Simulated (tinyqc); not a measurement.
Finite square well with mass mismatch (envelope functions): sweeps and comparisons. A value that a table varies takes the place of the one given here.

A square well of width L and depth V0, mass mw inside and mb outside, energies from the bottom of the well, c = hbar^2/2m0. k = sqrt(mw E/c), kappa = sqrt(mb (V0 - E)/c). psi and psi'/m are continuous at the walls (BenDaniel-Duke), so level n solves k L + 2 atan[(k/mw)/(kappa/mb)] = n pi.

Non-parabolic bands: mw is replaced by mw (1 + alpha_w E) and mb by mb (1 - alpha_b (V0 - E)), in k, kappa and the matching condition alike.

Constants: hbar^2/2m0 = 3.80998211 eV angstrom^2.

Parameters, chosen for this exercise (near those of a non-polar GaN well in AlN; not measured data): V0 = 1.859 eV (barrier height); mw = 0.203 m0 (mass in the well); mb = 0.305 m0 (mass in the barrier); Ls = (8, 10, 12, 16, 20, 24, 31) angstrom (widths); L = 44 angstrom (well width); alpha_w = 0.17 1/eV (non-parabolicity in the well); alpha_b = 0.27 1/eV (non-parabolicity in the barrier).

## Width of the well

Levels against L, beside the infinite well E1(hard) = c (pi/L)^2/mw; Pb is the probability of level 1 in the barriers; a dash marks an unbound level.

Levels:
```
L (angstrom)  bound levels  E1 (eV)  E2 (eV)  E1(hard) (eV)     Pb
8                        1   0.7334        -         2.8943  0.202
10                       2   0.5813   1.8590         1.8524  0.140
12                       2   0.4711   1.7071         1.2864  0.101
16                       2   0.3268   1.2677         0.7236  0.058
20                       3   0.2397   0.9468         0.4631  0.036
24                       3   0.1832   0.7285         0.3216  0.024
31                       4   0.1231   0.4914         0.1928  0.013
```

What can be read from the table?

The infinite well overestimates E1 by a factor 3.95 at 8 angstrom and 1.57 at 31 angstrom. The local exponent d ln E1/d ln L goes from -1.04 (first two rows) to -1.55 (last two), towards the -2 of hard walls, as Pb falls from 0.202 to 0.013. E2 - E1 is largest at 10 angstrom of the widths listed. Non-parabolicity, which grows with the level, already counts at a few tenths of an eV, and levels above about 0.5 eV lie beyond a parabolic band.

## Levels of description

The same well five ways. mb = mw: the barrier takes the mass of the well. psi' continuous: kappa holds mb but the condition drops the masses, k L + 2 atan(k/kappa) = n pi. The last column is measured against BenDaniel-Duke.

Levels (eV):
```
model                E1      E2      E3  E1 - E1(BDD) (meV)
infinite walls   0.0957  0.3827  0.8611                26.6
mb = mw          0.0729  0.2902  0.6461                 3.9
BenDaniel-Duke   0.0691  0.2761  0.6199                 0.0
psi' continuous  0.0764  0.3031  0.6717                 7.3
non-parabolic    0.0744  0.2845  0.6008                 5.3
```

What can be read from the table?

Hard walls put E1 26.6 meV too high. Ignoring the mass step moves it by +3.9 meV and the wrong matching by +7.3 meV: with mb/mw = 1.50, continuity of psi'/m lets the slope outside be 1.50 times the slope inside, which acts like a softer wall. Non-parabolicity shifts E1 by +5.3 meV, the balance of a heavier mass in the well, which lowers it, and a lighter mass deep in the barrier, which hardens the wall. Among the finite wells the largest departure in E1 is that of the model 'psi' continuous'.

## What each parameter does

Parabolic bands. Pb is the probability of level 1 in the barriers, (A^2/kappa)/(A^2/kappa + L/2 + sin(kL)/(2k)) with A = cos(kL/2). Each row changes one parameter from the base and keeps the others.

Results:
```
case             E1 (eV)  bound levels      Pb  V0 - E1 (eV)
base              0.0691             5  0.0056        1.7899
L = 48 angstrom   0.0595             5  0.0045        1.7995
V0 = 2.138 eV     0.0705             5  0.0047        2.0675
mw = 0.1827 m0    0.0743             5  0.0065        1.7847
mb = 0.244 m0     0.0712             5  0.0053        1.7878
```

What does this show?

The largest shifts from the base row, up to three for each result and ties (the steps differ in size, so this ranks the rows, not the parameters). E1 (eV): L -0.0095, mw +0.0052, mb +0.0022. bound levels: unchanged at the printed digits by L, V0, mw and mb. Pb: L -0.0011, mw +0.0009, V0 -0.0009. V0 - E1 (eV): V0 +0.2776, L +0.0095, mw -0.0052.

tinyqc: `OMP_NUM_THREADS=1 python tinyqc.py 1251026 1251027 out.jsonl`; about 0.01 s, one thread, shared Intel(R) Xeon(R) Processor @ 2.30GHz.
